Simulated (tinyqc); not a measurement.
# Reverse leakage of an n+-p junction: diffusion, generation, trap-assisted and band-to-band tunnelling: leakage components against the trap level above the intrinsic level

One-sided abrupt junction in the depletion approximation, x from the junction (0) to W on the p side, field F = F0 (1 - x/W). Flat quasi-Fermi levels, long p side. Traps generate through SRH with both lifetimes shortened by 1 + Gamma (Hurkx enhancement, form for moderate fields); band-to-band generation is local and needs a total bending above Eg.

ni = sqrt(Nc Nv) exp(-Eg/(2 Vt)), Eg in volts; Vbi = Vt ln(Na Nd/ni^2); W = sqrt(2 eps0 eps_r (Vbi + VR)/(q Na)); F0 = 2 (Vbi + VR)/W; FG = sqrt(24 mt m0 (kB T)^3)/(q hbar); J_diff = q ni^2 sqrt(Dn/tau)(1 - exp(-VR/Vt))/Na. u = (Vbi + VR)(1 - x/W)^2, p = Na exp(-u/Vt), n = Nd exp((u - Vbi - VR)/Vt); G0 = ni^2 (1 - exp(-VR/Vt))/(tau (n + p + 2 ni cosh(Et/Vt))); Gamma = 2 sqrt(3 pi)(F/FG) exp((F/FG)^2); trap-assisted part G0 Gamma; G_bb = Ab F^2.5 exp(-Bb/F) with F in V/cm, zero unless Vbi + VR > Eg. Currents are q times the integrals over 0 to W; J_bb under 1e-8 of J is printed as 0; rows with F0/FG above 2.2, beyond the range of this Gamma, are left out.

Values chosen for this exercise; band and dielectric values close to those of silicon:
```
symbol,value,unit,meaning
T,250,K,temperature
Eg,1.12,eV,band gap
eps_r,11.6,,relative permittivity
Nc,2.1e19,cm^-3,conduction-band density of states at T
Nv,2.01e19,cm^-3,valence-band density of states at T
Na,4.3e16,cm^-3,acceptor density of the lighter side
Nd,1e19,cm^-3,donor density of the heavier side
tau,2e-7,s,SRH lifetime of both carriers at zero field
mt,0.25,m0,tunnelling mass
Dn,20,cm^2/s,electron diffusion coefficient on the lighter side
Ab,5.1e14,cm^-0.5 V^-2.5 s^-1,band-to-band prefactor
Bb,1.9e7,V/cm,band-to-band field constant
VR,0.5,V,reverse bias
```

Constants: q = 1.602176634e-19 C, kB = 1.380649e-23 J/K, hbar = 1.054571817e-34 J s, m0 = 9.1093837015e-31 kg, Vt = kB T/q, eps0 = 8.8541878128e-14 F/cm where lengths are in cm. Results are converted to the units shown.

The same in every row: F0 (kV/cm) = 141; F0/FG = 0.501; J_diff (A/cm^2) = 4.15e-16; J_bb (A/cm^2) = 0.

Leakage components against the trap level above the intrinsic level:
```
Et (eV),J_SRH (A/cm^2),J_TAT (A/cm^2),J (A/cm^2),largest part
-0.3,9.89e-16,2.05e-15,3.45e-15,trap-assisted tunnelling
-0.2,7.96e-14,1.74e-13,2.54e-13,trap-assisted tunnelling
-0.1,6.23e-12,1.40e-11,2.03e-11,trap-assisted tunnelling
0,2.40e-10,5.51e-10,7.91e-10,trap-assisted tunnelling
0.1,6.23e-12,1.40e-11,2.03e-11,trap-assisted tunnelling
0.2,7.96e-14,1.74e-13,2.54e-13,trap-assisted tunnelling
0.3,9.89e-16,2.05e-15,3.45e-15,trap-assisted tunnelling
```

What does the table show?

J goes from 3.45e-15 through a maximum of 7.91e-10 (at Et = 0 among the rows listed) to 3.45e-15 A/cm^2. Trap-assisted tunnelling leads at Et = -0.3 and in all other rows.

Range of the model: The n+ side is degenerate, so Vbi from Boltzmann statistics is only a guide.

Program tinyqc, `OMP_NUM_THREADS=1 python tinyqc.py 2290043 2290044 out.jsonl`; Intel Xeon 2.30GHz, shared host, one thread, about 0.01 s.
